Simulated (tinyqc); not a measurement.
What each parameter does: donor level screened by free carriers (Yukawa potential).

Screening wave number: Debye ks^2 = 4 pi q n/(eps kB T); Thomas-Fermi ks^2 = 6 pi q n/(eps EF) with EF = c (3 pi^2 n/gv)^(2/3)/m, c = hbar^2/2m0; the two are joined by 1/ks^2 = sqrt(1/ks_D^4 + 1/ks_TF^4). 1e18/cm^3 = 1e-6/angstrom^3, q = e^2/(4 pi eps0).

Potential -(q/(eps r)) exp(-ks r), q = e^2/(4 pi eps0). In units Ry* = Ry m/eps^2 and a* = a0 eps/m the problem is [-Laplacian - 2 exp(-x r)/r] psi = E psi with x = ks a*.

Converged values use 18 functions exp(-z r), z = 1.55^i, i = -11 to 6: S = 2/A^3, H = z_i z_j S - 2/(A + x)^2, A = z_i + z_j.

Constants: e^2/(4 pi eps0) = 14.39964547 eV angstrom; kB = 8.617333262e-05 eV/K; hbar^2/2m0 = 3.80998211 eV angstrom^2; Ry = 13.60569312 eV; a0 (Bohr radius) = 0.5291772105 angstrom.

Values chosen for the exercise (near those of a donor in Ge, with one mean mass; not measured data):
- m = 0.165 m0 (mass)
- eps = 16.4 (dielectric constant)
- gv = 4 (valleys)
- T = 200 K (temperature)
- n = 0.12 x 1e18/cm^3 (free-carrier density)

Ry* = Ry m/eps^2, a* = a0 eps/m, x = ks a* with the joined ks; converged binding.

One parameter was then changed.

Results before and after:
```
case     1/ks (angstrom)      x  binding in Ry*  binding (meV)
base               114.3  0.460           0.334           2.79
changed             93.4  0.563           0.242           2.02
```

Which of these changes was made? (a) gv = 5; (b) n = 0.18 x 1e18/cm^3; (c) T = 170 K; (d) eps = 15.1; (e) m = 0.185 m0.

Answer: (b) n = 0.18 x 1e18/cm^3. Of the candidates, run in turn, only this one gives the changed row.

All candidates:
```
case                  1/ks (angstrom)      x  binding in Ry*  binding (meV)
base                            114.3  0.460           0.334           2.79
n = 0.18 x 1e18/cm^3             93.4  0.563           0.242           2.02
T = 170 K                       105.4  0.499           0.297           2.48
m = 0.185 m0                    114.2  0.411           0.385           3.61
eps = 15.1                      109.7  0.442           0.353           3.47
gv = 5                          114.2  0.460           0.334           2.79
```

(tinyqc, `OMP_NUM_THREADS=1 python tinyqc.py 1250919 1250920 out.jsonl`, Intel(R) Xeon(R) Processor @ 2.30GHz, 1 thread, shared host, about 0.01 s.)
